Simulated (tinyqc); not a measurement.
# Worked calculation: p-type polysilicon, carrier trapping at grain boundaries

Program tinyqc, `OMP_NUM_THREADS=1 python tinyqc.py 2830144 2830145 out.jsonl`; Intel Xeon 2.30GHz, shared host, one thread, about 0.01 s. Printed values are rounded.

One-dimensional grains of size Lg, uniform ionised doping N, monovalent traps Qt at each boundary at a depth Et below (for electrons) or above (for holes) the band edge there, abrupt depletion of width W on each side of a boundary, Boltzmann statistics. xi is the distance from the band edge at the grain centre to the Fermi level. Trapped charge Qt/(1 + exp((xi + VB - Et)/Vt)) = 2 N W, barrier VB = q N W^2/(2 eps0 eps_r).

Parameters, values chosen for the exercise; values of the order met in polycrystalline silicon:
- T = 300 K (temperature)
- eps_r = 11.7 (relative permittivity)
- NB = 2.65e19 cm^-3 (valence-band density of states at T)
- Lg = 180 nm (grain size)
- Qt = 1.1e12 cm^-2 (trap density of a grain boundary)
- Et = 0.48 eV (depth of the trap level from the majority band edge at the boundary)
- ms = 0.54 m0 (mass for thermionic emission)
- fe = 0.12 (correction factor of the emission rate)
- N = 1.2e16 cm^-3 (doping)

Constants: q = 1.602176634e-19 C, kB = 1.380649e-23 J/K, m0 = 9.1093837015e-31 kg, Vt = kB T/q, eps0 = 8.8541878128e-14 F/cm where lengths are in cm. Results are converted to the units shown.

## Depletion width, Fermi level and barrier

If the trap equation with xi = Vt ln(NB/N) has a root W < Lg/2, the grain is partly depleted; otherwise W = Lg/2 and the trap equation gives xi = Et - VB + Vt ln(Qt/(N Lg) - 1). N* = Qt/Lg.

N* = 6.11111e16 cm^-3
W = 90 nm
xi = 0.441266 V
VB = 0.0751644 V
share of traps filled = 0.196364

N is 0.196 N*, and the grain is fully depleted; VB = 2.91 Vt.

## Resistivity and effective mobility

n0 = NB exp(-xi/Vt); mean density n0 (1 - 2 W/Lg) by charge balance in a partly depleted grain, and n0 (sqrt(pi)/2) erf(u)/u with u = sqrt(VB/Vt) in a fully depleted one; v = sqrt(kB T/(2 pi ms m0)); barrier resistivity Vt exp(VB/Vt)/(q fe n0 v Lg); grain resistivity (1 - 2 W/Lg)/(q n0 mug); effective mobility 1/(q mean density total resistivity).

n0 = 1.02402e12 cm^-3
mean density = 5.23767e11 cm^-3
v = 3.66076e6 cm/s
barrier resistivity = 3.64886e5 ohm cm
grain resistivity = 0.00000 ohm cm
resistivity = 3.64886e5 ohm cm
effective mobility = 32.6584 cm^2/(V s)

The resistivity is 1.19e5 times that of a single crystal with the same N and mobility mug, and the mean density is 0.00436 % of N.
